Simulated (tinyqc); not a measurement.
Worked calculation (part 1 of 2): G0W0 on RHF in the sto-3g basis, for BeH2, spin multiplicity 1. Computed by tinyqc, a small Python program that keeps every step (integrals from PySCF). Settings: charge = 0, multiplicity = 1, basis = sto-3g, method = RHF, energy threshold = 1e-10, iteration cap = 53, orthogonalisation = symmetric, start = atomic densities, DIIS depth = 6. Command: `OMP_NUM_THREADS=1 python tinyqc.py 28098 28099 out.jsonl` (the two numbers bound the seeds that draw the settings). One thread of a shared host (Intel(R) Xeon(R) Processor @ 2.60GHz), about 0.1 s of CPU time with the checks. The early iterations of the SCF are left out here.

## One-electron integrals

Geometry (angstrom):
```
atom         x          y         z
Be    0.000000   0.000000  0.000000
H     0.000000   1.606000  0.179000
H     0.000000  -1.606000  0.179000
```

Basis sto-3g: exponents (1/bohr^2) and contraction coefficients of normalised primitives:
```
element  l (shell)   exponent  coefficient
Be           s (1)  30.167871     0.154329
Be           s (1)   5.495115     0.535328
Be           s (1)   1.487193     0.444635
Be           s (2)   1.314833    -0.099967
Be           s (2)   0.305539     0.399513
Be           s (2)   0.099371     0.700115
Be           p (3)   1.314833     0.155916
Be           p (3)   0.305539     0.607684
Be           p (3)   0.099371     0.391957
H            s (1)   3.425251     0.154329
H            s (1)   0.623914     0.535328
H            s (1)   0.168855     0.444635
```

Overlap, kinetic and nuclear-attraction integrals over the contracted functions; the nuclear repulsion is the sum of Za Zb / Rab.

nuclear repulsion = 2.78452902 hartree

overlap S:
```
           1Be 1s    1Be 2s   1Be 2px    1Be 2py   1Be 2pz     2H 1s      3H 1s
1Be 1s   1.000000  0.259517  0.000000   0.000000  0.000000  0.037920   0.037920
1Be 2s   0.259517  1.000000  0.000000   0.000000  0.000000  0.353996   0.353996
1Be 2px  0.000000  0.000000  1.000000   0.000000  0.000000  0.000000   0.000000
1Be 2py  0.000000  0.000000  0.000000   1.000000  0.000000  0.435828  -0.435828
1Be 2pz  0.000000  0.000000  0.000000   0.000000  1.000000  0.048576   0.048576
2H 1s    0.037920  0.353996  0.000000   0.435828  0.048576  1.000000   0.011554
3H 1s    0.037920  0.353996  0.000000  -0.435828  0.048576  0.011554   1.000000
```

kinetic energy T (hartree):
```
            1Be 1s     1Be 2s   1Be 2px    1Be 2py   1Be 2pz      2H 1s      3H 1s
1Be 1s    6.693975  -0.033012  0.000000   0.000000  0.000000  -0.010695  -0.010695
1Be 2s   -0.033012   0.211111  0.000000   0.000000  0.000000   0.033596   0.033596
1Be 2px   0.000000   0.000000  0.660592   0.000000  0.000000   0.000000   0.000000
1Be 2py   0.000000   0.000000  0.000000   0.660592  0.000000   0.112032  -0.112032
1Be 2pz   0.000000   0.000000  0.000000   0.000000  0.660592   0.012487   0.012487
2H 1s    -0.010695   0.033596  0.000000   0.112032  0.012487   0.760032  -0.004939
3H 1s    -0.010695   0.033596  0.000000  -0.112032  0.012487  -0.004939   0.760032
```

nuclear attraction V (hartree):
```
             1Be 1s     1Be 2s    1Be 2px    1Be 2py    1Be 2pz      2H 1s      3H 1s
1Be 1s   -15.216037  -2.069215   0.000000   0.000000  -0.002742  -0.300825  -0.300825
1Be 2s    -2.069215  -2.948982   0.000000   0.000000  -0.025953  -0.946520  -0.946520
1Be 2px    0.000000   0.000000  -2.872713   0.000000   0.000000   0.000000   0.000000
1Be 2py    0.000000   0.000000   0.000000  -3.043601   0.000000  -1.134082   1.134082
1Be 2pz   -0.002742  -0.025953   0.000000   0.000000  -2.874836  -0.128389  -0.128389
2H 1s     -0.300825  -0.946520   0.000000  -1.134082  -0.128389  -2.698067  -0.037104
3H 1s     -0.300825  -0.946520   0.000000   1.134082  -0.128389  -0.037104  -2.698067
```

core Hamiltonian H = T + V (hartree):
```
            1Be 1s     1Be 2s    1Be 2px    1Be 2py    1Be 2pz      2H 1s      3H 1s
1Be 1s   -8.522062  -2.102227   0.000000   0.000000  -0.002742  -0.311520  -0.311520
1Be 2s   -2.102227  -2.737871   0.000000   0.000000  -0.025953  -0.912923  -0.912923
1Be 2px   0.000000   0.000000  -2.212121   0.000000   0.000000   0.000000   0.000000
1Be 2py   0.000000   0.000000   0.000000  -2.383009   0.000000  -1.022050   1.022050
1Be 2pz  -0.002742  -0.025953   0.000000   0.000000  -2.214244  -0.115902  -0.115902
2H 1s    -0.311520  -0.912923   0.000000  -1.022050  -0.115902  -1.938036  -0.042043
3H 1s    -0.311520  -0.912923   0.000000   1.022050  -0.115902  -0.042043  -1.938036
```

## Two-electron integrals

Functions are numbered as in S; the eight-fold symmetry (ij|kl) = (ji|kl) = (kl|ij) leaves the list below.

Two-electron integrals (ij|kl) in chemists' order, unique and non-zero (hartree):
```
(11|11) 2.298831    (21|11) 0.392036    (21|21) 0.079539    (22|11) 0.570988
(22|21) 0.143041    (22|22) 0.417683    (31|31) 0.014607    (32|31) 0.021888
(32|32) 0.092265    (33|11) 0.569578    (33|21) 0.143083    (33|22) 0.417589
(33|33) 0.449859    (41|41) 0.014607    (42|41) 0.021888    (42|42) 0.092265
(43|43) 0.024249    (44|11) 0.569578    (44|21) 0.143083    (44|22) 0.417589
(44|33) 0.401360    (44|44) 0.449859    (51|51) 0.014607    (52|51) 0.021888
(52|52) 0.092265    (53|53) 0.024249    (54|54) 0.024249    (55|11) 0.569578
(55|21) 0.143083    (55|22) 0.417589    (55|33) 0.401360    (55|44) 0.401360
(55|55) 0.449859    (61|11) 0.056539    (61|21) 0.011464    (61|22) 0.020800
(61|33) 0.020661    (61|41) 0.001002    (61|42) 0.001899    (61|44) 0.021085
(61|51) 0.000112    (61|52) 0.000212    (61|54) 0.000047    (61|55) 0.020666
(61|61) 0.001731    (62|11) 0.156308    (62|21) 0.039833    (62|22) 0.129325
(62|33) 0.124199    (62|41) 0.005137    (62|42) 0.033309    (62|44) 0.139269
(62|51) 0.000573    (62|52) 0.003712    (62|54) 0.001680    (62|55) 0.124386
(62|61) 0.006352    (62|62) 0.063219    (63|31) 0.003393    (63|32) 0.016501
(63|43) 0.005553    (63|53) 0.000619    (63|63) 0.005297    (64|11) 0.174111
(64|21) 0.044862    (64|22) 0.152440    (64|33) 0.143464    (64|41) 0.008224
(64|42) 0.051326    (64|44) 0.170043    (64|51) 0.000538    (64|52) 0.003882
(64|54) 0.002343    (64|55) 0.143656    (64|61) 0.007423    (64|62) 0.084164
(64|64) 0.114929    (65|11) 0.019406    (65|21) 0.005000    (65|22) 0.016991
(65|33) 0.015990    (65|41) 0.000538    (65|42) 0.003882    (65|44) 0.017715
(65|51) 0.003453    (65|52) 0.016933    (65|54) 0.005745    (65|55) 0.017249
(65|61) 0.000827    (65|62) 0.009381    (65|64) 0.012219    (65|65) 0.006659
(66|11) 0.326507    (66|21) 0.084598    (66|22) 0.309011    (66|33) 0.287205
(66|41) 0.011897    (66|42) 0.102362    (66|44) 0.351520    (66|51) 0.001326
(66|52) 0.011409    (66|54) 0.007168    (66|55) 0.288004    (66|61) 0.013723
(66|62) 0.197579    (66|64) 0.277566    (66|65) 0.030937    (66|66) 0.774606
(71|11) 0.056539    (71|21) 0.011464    (71|22) 0.020800    (71|33) 0.020661
(71|41) -0.001002   (71|42) -0.001899   (71|44) 0.021085    (71|51) 0.000112
(71|52) 0.000212    (71|54) -0.000047   (71|55) 0.020666    (71|61) 0.001584
(71|62) 0.005373    (71|64) 0.005869    (71|65) 0.000708    (71|66) 0.011347
(71|71) 0.001731    (72|11) 0.156308    (72|21) 0.039833    (72|22) 0.129325
(72|33) 0.124199    (72|41) -0.005137   (72|42) -0.033309   (72|44) 0.139269
(72|51) 0.000573    (72|52) 0.003712    (72|54) -0.001680   (72|55) 0.124386
(72|61) 0.005373    (72|62) 0.030798    (72|64) 0.033693    (72|65) 0.004533
(72|66) 0.070408    (72|71) 0.006352    (72|72) 0.063219    (73|31) 0.003393
(73|32) 0.016501    (73|43) -0.005553   (73|53) 0.000619    (73|63) 0.001943
(73|73) 0.005297    (74|11) -0.174111   (74|21) -0.044862   (74|22) -0.152440
(74|33) -0.143464   (74|41) 0.008224    (74|42) 0.051326    (74|44) -0.170043
(74|51) -0.000538   (74|52) -0.003882   (74|54) 0.002343    (74|55) -0.143656
(74|61) -0.005869   (74|62) -0.033693   (74|64) -0.036087   (74|65) -0.004890
(74|66) -0.077049   (74|71) -0.007423   (74|72) -0.084164   (74|74) 0.114929
(75|11) 0.019406    (75|21) 0.005000    (75|22) 0.016991    (75|33) 0.015990
(75|41) -0.000538   (75|42) -0.003882   (75|44) 0.017715    (75|51) 0.003453
(75|52) 0.016933    (75|54) -0.005745   (75|55) 0.017249    (75|61) 0.000708
(75|62) 0.004533    (75|64) 0.004890    (75|65) 0.002596    (75|66) 0.010535
(75|71) 0.000827    (75|72) 0.009381    (75|74) -0.012219   (75|75) 0.006659
(76|11) 0.007048    (76|21) 0.001747    (76|22) 0.004986    (76|33) 0.004916
(76|44) 0.005100    (76|51) 0.000054    (76|52) 0.000270    (76|55) 0.004938
(76|61) 0.000255    (76|62) 0.001592    (76|64) 0.001898    (76|65) 0.000260
(76|66) 0.003899    (76|71) 0.000255    (76|72) 0.001592    (76|74) -0.001898
(76|75) 0.000260    (76|76) 0.000061    (77|11) 0.326507    (77|21) 0.084598
(77|22) 0.309011    (77|33) 0.287205    (77|41) -0.011897   (77|42) -0.102362
(77|44) 0.351520    (77|51) 0.001326    (77|52) 0.011409    (77|54) -0.007168
(77|55) 0.288004    (77|61) 0.011347    (77|62) 0.070408    (77|64) 0.077049
(77|65) 0.010535    (77|66) 0.164746    (77|71) 0.013723    (77|72) 0.197579
(77|74) -0.277566   (77|75) 0.030937    (77|76) 0.003899    (77|77) 0.774606
```

## Orthogonalisation

S = U s U^T; symmetric (Loewdin) form X = U s^(-1/2) U^T, so that X^T S X = 1.

eigenvalues of S: 0.377843  0.457819  0.942032  1.000000  1.017005  1.594698  1.610603

X:
```
            1Be 1s     1Be 2s   1Be 2px    1Be 2py    1Be 2pz      2H 1s      3H 1s
1Be 1s    1.028504  -0.149797  0.000000   0.000000  -0.001894   0.020886   0.020886
1Be 2s   -0.149797   1.148611  0.000000   0.000000   0.016278  -0.216021  -0.216021
1Be 2px   0.000000   0.000000  1.000000   0.000000   0.000000   0.000000   0.000000
1Be 2py   0.000000   0.000000  0.000000   1.203469   0.000000  -0.296574   0.296574
1Be 2pz  -0.001894   0.016278  0.000000   0.000000   1.002172  -0.028949  -0.028949
2H 1s     0.020886  -0.216021  0.000000  -0.296574  -0.028949   1.161884  -0.049448
3H 1s     0.020886  -0.216021  0.000000   0.296574  -0.028949  -0.049448   1.161884
```

## Iteration 7 (converged): orbitals

converged F (hartree):
```
            1Be 1s     1Be 2s   1Be 2px    1Be 2py    1Be 2pz      2H 1s      3H 1s
1Be 1s   -4.533404  -1.290365  0.000000   0.000000   0.002540  -0.195054  -0.195054
1Be 2s   -1.290365  -0.587450  0.000000   0.000000  -0.017225  -0.323510  -0.323510
1Be 2px   0.000000   0.000000  0.213516   0.000000   0.000000   0.000000   0.000000
1Be 2py   0.000000   0.000000  0.000000  -0.127079   0.000000  -0.293192   0.293192
1Be 2pz   0.002540  -0.017225  0.000000   0.000000   0.210987  -0.025121  -0.025121
2H 1s    -0.195054  -0.323510  0.000000  -0.293192  -0.025121  -0.219053  -0.010904
3H 1s    -0.195054  -0.323510  0.000000   0.293192  -0.025121  -0.010904  -0.219053
```

Diagonalise F' = X^T F X, C = X C', fill 3 alpha and 3 beta electrons from the bottom; D = 2 C_occ C_occ^T. Each column has its largest component positive (the first on a tie).

F' = X^T F X (hartree):
```
           1          2         3          4          5          6          7
1  -4.424031  -0.700215  0.000000   0.000000   0.000925   0.002419   0.002419
2  -0.700215  -0.158589  0.000000   0.000000   0.006874  -0.267026  -0.267026
3   0.000000   0.000000  0.213516   0.000000   0.000000   0.000000   0.000000
4   0.000000   0.000000  0.000000   0.197912   0.000000  -0.358857   0.358857
5   0.000925   0.006874  0.000000   0.000000   0.214337  -0.030953  -0.030953
6   0.002419  -0.267026  0.000000  -0.358857  -0.030953   0.034733  -0.058807
7   0.002419  -0.267026  0.000000   0.358857  -0.030953  -0.058807   0.034733
```

orbital energies (hartree): MO1 -4.536744, MO2 -0.409622, MO3 -0.364450, MO4 0.205631, MO5 0.213516, MO6 0.348376, MO7 0.655903

coefficients C:
```
               MO1        MO2        MO3        MO4       MO5        MO6        MO7
1Be 1s    0.991901  -0.211129   0.000000   0.066916  0.000000  -0.219580   0.000000
1Be 2s    0.030875   0.616506   0.000000  -0.277496  0.000000   0.988586   0.000000
1Be 2px   0.000000   0.000000   0.000000   0.000000  1.000000   0.000000   0.000000
1Be 2py   0.000000   0.000000   0.494911   0.000000  0.000000   0.000000   1.174442
1Be 2pz  -0.000103   0.024573   0.000000   0.956443  0.000000   0.301506   0.000000
2H 1s    -0.003840   0.391959   0.437194   0.143432  0.000000  -0.701767  -0.794028
3H 1s    -0.003840   0.391959  -0.437194   0.143432  0.000000  -0.701767   0.794028
```

D after iteration 7:
```
            1Be 1s     1Be 2s   1Be 2px    1Be 2py    1Be 2pz      2H 1s      3H 1s
1Be 1s    2.056885  -0.199075  0.000000   0.000000  -0.010580  -0.173126  -0.173126
1Be 2s   -0.199075   0.762067  0.000000   0.000000   0.030292   0.483053   0.483053
1Be 2px   0.000000   0.000000  0.000000   0.000000   0.000000   0.000000   0.000000
1Be 2py   0.000000   0.000000  0.000000   0.489873   0.000000   0.432744  -0.432744
1Be 2pz  -0.010580   0.030292  0.000000   0.000000   0.001208   0.019264   0.019264
2H 1s    -0.173126   0.483053  0.000000   0.432744   0.019264   0.689570  -0.074984
3H 1s    -0.173126   0.483053  0.000000  -0.432744   0.019264  -0.074984   0.689570
```

## Convergence

Stop when the energy changes by less than 1e-10 hartree and every element of the error matrix X^T (F D S - S D F) X is below 3e-06.

Course of the cycle:
```
iteration   E (hartree)     change  largest element of the error matrix
1          -15.26300288          -                             2.51e-01
2          -15.47679639  -2.14e-01                             1.05e-01
3          -15.49663155  -1.98e-02                             1.73e-02
4          -15.49764720  -1.02e-03                             8.28e-04
5          -15.49765033  -3.14e-06                             2.20e-04
6          -15.49765048  -1.40e-07                             5.71e-06
7          -15.49765048  -6.12e-11                             2.69e-07
```

PySCF RHF in the same basis = -15.49765048 hartree

Converged in 7 iterations.

## Integrals over molecular orbitals

(pq|rs) = sum C_ip C_jq C_kr C_ls (ij|kl), one index at a time.

one-electron integrals over orbitals h = C^T H C (hartree):
```
           1          2          3          4          5          6          7
1  -8.510826   0.206135   0.000000  -0.066522   0.000000   0.193648   0.000000
2   0.206135  -2.267486   0.000000   0.041591   0.000000  -0.252378   0.000000
3   0.000000   0.000000  -2.193052   0.000000   0.000000   0.000000  -0.315031
4  -0.066522   0.041591   0.000000  -2.194729   0.000000  -0.072643   0.000000
5   0.000000   0.000000   0.000000   0.000000  -2.212121   0.000000   0.000000
6   0.193648  -0.252378   0.000000  -0.072643   0.000000  -1.901160   0.000000
7   0.000000   0.000000  -0.315031   0.000000   0.000000   0.000000  -1.865281
```

Two-electron integrals over orbitals (pq|rs), unique and non-zero (hartree):
```
(11|11) 2.272046    (21|11) -0.185556   (21|21) 0.023433    (22|11) 0.453014
(22|21) -0.005575   (22|22) 0.370202    (31|31) 0.004919    (32|31) 0.010475
(32|32) 0.156841    (33|11) 0.412180    (33|21) -0.002265   (33|22) 0.380954
(33|33) 0.404093    (41|11) 0.057258    (41|21) -0.006848   (41|22) 0.003557
(41|33) 0.001944    (41|41) 0.016760    (42|11) -0.032166   (42|21) 0.001981
(42|22) 0.009619    (42|33) 0.013394    (42|41) 0.013333    (42|42) 0.048443
(43|31) -0.000243   (43|32) 0.020516    (43|43) 0.016196    (44|11) 0.562008
(44|21) -0.007416   (44|22) 0.348134    (44|33) 0.330738    (44|41) -0.006660
(44|42) -0.038131   (44|44) 0.452598    (51|51) 0.015740    (52|51) 0.014882
(52|52) 0.047110    (53|53) 0.012028    (54|51) -0.004670   (54|52) -0.012652
(54|54) 0.026681    (55|11) 0.569186    (55|21) -0.007135   (55|22) 0.350685
(55|33) 0.330387    (55|41) 0.001894    (55|42) -0.016041   (55|44) 0.398364
(55|55) 0.449859    (61|11) -0.184580   (61|21) 0.023892    (61|22) -0.005067
(61|33) -0.002370   (61|41) -0.003063   (61|42) 0.005393    (61|44) -0.008125
(61|55) -0.005501   (61|61) 0.025476    (62|11) 0.136853    (62|21) -0.005595
(62|22) -0.010702   (62|33) -0.038141   (62|41) 0.005347    (62|42) -0.007543
(62|44) 0.057373    (62|55) 0.068526    (62|61) -0.003774   (62|62) 0.082946
(63|31) -0.000212   (63|32) -0.089548   (63|43) -0.017394   (63|63) 0.084480
(64|11) 0.028476    (64|21) 0.000315    (64|22) 0.001456    (64|33) -0.007611
(64|41) 0.012792    (64|42) 0.032352    (64|44) 0.000556    (64|55) 0.012462
(64|61) 0.003989    (64|62) 0.030857    (64|64) 0.040936    (65|51) 0.015428
(65|52) 0.044631    (65|54) -0.007412   (65|65) 0.046486    (66|11) 0.463216
(66|21) -0.006339   (66|22) 0.374936    (66|33) 0.383068    (66|41) 0.010719
(66|42) 0.031176    (66|44) 0.341208    (66|55) 0.352213    (66|61) -0.003581
(66|62) -0.014481   (66|64) 0.017208    (66|66) 0.402846    (71|31) 0.009243
(71|32) 0.016920    (71|43) -0.000726   (71|63) 0.000395    (71|71) 0.017485
(72|31) 0.004632    (72|32) -0.038413   (72|43) -0.016287   (72|63) 0.061113
(72|71) 0.008445    (72|72) 0.057368    (73|11) 0.150997    (73|21) -0.003891
(73|22) 0.001140    (73|33) -0.018414   (73|41) 0.000217    (73|42) -0.022407
(73|44) 0.068956    (73|55) 0.071870    (73|61) -0.003622   (73|62) 0.076867
(73|64) 0.017404    (73|66) -0.017711   (73|73) 0.088382    (74|31) -0.003048
(74|32) -0.036187   (74|43) 0.008088    (74|63) 0.023047    (74|71) -0.005269
(74|72) 0.007207    (74|74) 0.025584    (75|53) 0.013104    (75|75) 0.016966
(76|31) 0.009044    (76|32) 0.133669    (76|43) 0.022021    (76|63) -0.085758
(76|71) 0.015021    (76|72) -0.045299   (76|74) -0.030112   (76|76) 0.126928
(77|11) 0.538552    (77|21) -0.007220   (77|22) 0.394181    (77|33) 0.409477
(77|41) 0.001808    (77|42) 0.002389    (77|44) 0.376188    (77|55) 0.374412
(77|61) -0.007028   (77|62) -0.015487   (77|64) -0.006354   (77|66) 0.402930
(77|73) 0.005948    (77|77) 0.446138
```
